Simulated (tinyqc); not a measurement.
# Single-photon avalanche diode, trigger probability and counting, step by step

tinyqc, about 0.01 s, one thread, Intel Xeon 2.30GHz (shared host): `OMP_NUM_THREADS=1 python tinyqc.py 2630067 2630068 out.jsonl` Printed values are rounded.

A multiplication layer of width W with the uniform field V/W; alpha = an exp(-bn/E) for electrons, beta = ap exp(-bp/E) for holes (local model, no dead space). a = alpha W, b = beta W. Electrons enter at x = 0, holes at x = W. P0 is the probability that an electron entering at 0 starts a lasting avalanche, PW the same for a hole entering at W.

Inputs (values chosen for the exercise); ionisation coefficients close to those of indium phosphide: electron prefactor an = 1.13e7 1/cm; electron field bn = 3.11 MV/cm; hole prefactor ap = 4.88e6 1/cm; hole field bp = 2.5 MV/cm; width of the multiplication layer W = 0.8 um; excess bias Vx = 8.1 V; probability that a photon makes a pair that enters the layer eta = 0.62; thermal generation rate in the layer Gd = 220 1/s; dead time td = 10 ns; diode capacitance Cd = 140 fF; quench resistance Rq = 200 kohm; trapping probability per avalanche carrier pa = 1.9e-7; trap release time tt = 5 ns; photon rate nph = 4.6e7 1/s.

Constants: q = 1.602176634e-19 C. Results are converted to the units shown.

## Ionisation integrals at and above breakdown

breakdown voltage VB = 35.0643 V

Breakdown: ln(a/b) = a - b with a not equal to b. VB is given; V = VB + Vx.

E at VB = 0.438304 MV/cm
a at VB = 0.749235
b at VB = 1.30131
E at V = 0.539554 MV/cm
a = 2.83718
b = 3.79512

At VB, ln(a/b) = -0.5521 equals a - b.

## Iteration 1: trigger probability by substitution

P0 at the start = 0.3

PW = P0 exp(b - a)/(1 - P0 + P0 exp(b - a)); P0(new) = 1 - (1 - PW)^(a/b).

PW = 0.527633
P0 after iteration 1 = 0.429184

## Iteration 2: trigger probability by substitution

As before.

PW = 0.662121
P0 after iteration 2 = 0.555667

## Course of the iteration: trigger probability by substitution

Stop when P0 changes by less than 1e-9, or after 400 iterations. The rule counts as met only at a root strictly between 0 and 1.

Course of the iteration:
```
iteration        P0  |change|
1          0.429184     0.129
2          0.555667     0.126
3          0.661538     0.106
4          0.741054    0.0795
5          0.797345    0.0563
6          0.836303    0.0390
7          0.863246    0.0269
8          0.882074    0.0188
9          0.895424    0.0134
...             ...       ...
66         0.933704   6.09e-9
67         0.933704   4.75e-9
68         0.933704   3.70e-9
69         0.933704   2.89e-9
70         0.933704   2.25e-9
71         0.933704   1.75e-9
72         0.933704   1.37e-9
73         0.933704   1.07e-9
74         0.933704  8.30e-10
```

Converged in 74 iterations. At the end each change is about 0.78 times the one before: linear convergence.

## Detection, dark counts, afterpulses and dead-time loss

P0 = 0.933704
Pm = 0.956450

Pm is the mean trigger probability of pairs made evenly in the layer. PDP = eta P0; dark counts Gd Pm; avalanche charge Cd Vx/q; afterpulse probability pa (Cd Vx/q) exp(-td/tt) Pm; true rate n = nph PDP + dark counts; measured n/(1 + n td) (non-paralysable) or n exp(-n td) (paralysable); recharge time Rq Cd.

PDP = 0.578896
dark counts = 210.419 1/s
avalanche charge = 7.07787e6 electrons
afterpulse probability = 17.4072 %
true rate = 2.66294e7 1/s
measured, non-paralysable = 2.10294e7 1/s
measured, paralysable = 2.04038e7 1/s
recharge time = 28 ns

Dead time hides 21 % of the events in the first model and 23 % in the second.
